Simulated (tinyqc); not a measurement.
Inside a calculation. Method: plane-wave Kohn-Sham cycle with exchange-only LDA in a layered model solid. One step of it, computed by the program tinyqc.

Problem. Iteration 2: potential. V_H(G) = 4 pi rho(G)/G^2 for G != 0 (uniform background); v_x = -(3 rho/pi)^(1/3); V = V_ext + V_H + v_x; Fourier components f(G_m) = (1/N) sum_j f(x_j) exp(-i G_m x_j).

A solid whose potential varies along x alone (atomic units):
```
parameter                      value
period a                   13.000000
cross-section of the cell  18.000000
electrons per cell                 2
grid points                       16
plane waves -n..n, n               2
k points                           3
V1 in V1 cos(2 pi x/a)     -0.690000
```

density after iteration 1 (e/bohr^3): 0.01110332  0.01053466  0.00930014  0.00826161  0.00779592  0.00769858  0.00769259  0.00769319  0.00769548  0.00769319  0.00769259  0.00769858  0.00779592  0.00826161  0.00930014  0.01053466

Give: Potentials on the grid; V(G_m), m = 0, 1, 2, ....

Solution.

Potentials on the grid (hartree):
```
x          V_ext      V_H      v_x        V
0.0000   -0.6900   0.0891  -0.2197  -0.8206
0.8125   -0.6375   0.0789  -0.2159  -0.7745
1.6250   -0.4879   0.0527  -0.2071  -0.6423
2.4375   -0.2641   0.0200  -0.1991  -0.4431
3.2500         0  -0.0106  -0.1953  -0.2059
4.0625    0.2641  -0.0353  -0.1944   0.0343
4.8750    0.4879  -0.0530  -0.1944   0.2405
5.6875    0.6375  -0.0636  -0.1944   0.3795
6.5000    0.6900  -0.0671  -0.1944   0.4284
7.3125    0.6375  -0.0636  -0.1944   0.3795
8.1250    0.4879  -0.0530  -0.1944   0.2405
8.9375    0.2641  -0.0353  -0.1944   0.0343
9.7500         0  -0.0106  -0.1953  -0.2059
10.5625  -0.2641   0.0200  -0.1991  -0.4431
11.3750  -0.4879   0.0527  -0.2071  -0.6423
12.1875  -0.6375   0.0789  -0.2159  -0.7745
```

V(G_m), m = 0, 1, 2, ... (hartree): -0.2009  -0.3122  0.0024  -0.0001  0.0000
